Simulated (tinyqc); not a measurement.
Signal and retention of a DRAM cell: two steps of the calculation.

A stored one starts at Vd and leaks: Cs dV/dt = -I(V), I = a sqrt((V + Vb)/(Vd + Vb)) + b, with a = Ig exp[-(Eg1 q/kB)(1/T - 1/T0)] (generation in a depletion layer) and b = Is exp[-(Es q/kB)(1/T - 1/T0)]. The bit line is precharged to Vd/2, and charge sharing gives the signal (V - Vd/2) Cs/(Cs + Cb).

Parameters, values chosen for the exercise:
```
symbol,value,unit,meaning
Vd,1.3,V,array voltage
Cs,12,fF,cell capacitance
Vb,1.68,V,built-in plus back-bias voltage of the storage junction
Ig,2.2,fA,junction leakage at V = Vd and T0
Is,0.28,fA,voltage-independent leakage at T0
Es,0.44,eV,activation energy of Is
T0,358,K,reference temperature
T,358,K,temperature
sg,0.77,,deviation of ln(retention time) over the cells
Nc,1.72e10,,cells
tr,64,ms,refresh interval
Eg1,0.6,eV,activation energy of Ig
```

Constants: q = 1.602176634e-19 C, kB = 1.380649e-23 J/K. Results are converted to the units shown.

Problem 1. Retention time. With s = sqrt((Vc + Vb)/(Vd + Vb)), the time from Vd to Vc is t = [2 Cs (Vd + Vb)/a] [1 - s - (b/a) ln((a + b)/(a s + b))].

Vc = 1.0064167 V

Wanted: a; b; retention time; estimate with the current held at a + b.

Solution 1.

a = 2.200 fA
b = 0.2800 fA
retention time = 1.453 s
estimate with the current held at a + b = 1.421 s

Problem 2. Failing cells. This time is the median of a log-normal spread: failing cells = Nc erfc(z/sqrt 2)/2, z = ln(t/tr)/sg. One failure is expected at the interval where that count equals 1.

retention time = 1.4531035 s

Find: z; failing cells; interval for one failure.

Solution 2.

z = 4.055
failing cells = 4.306e5
interval for one failure = 10.17 ms

The weakest cell of the array lies about 6.44 deviations out, a factor of 143 below the median; the chosen interval is longer than that time.

Range of the model: Real arrays also hold a tail of unusually leaky cells and cells whose retention varies in time, which this model lacks.

tinyqc, about 0.01 s, one thread, Intel Xeon 2.30GHz (shared host): `OMP_NUM_THREADS=1 python tinyqc.py 2130062 2130063 out.jsonl`
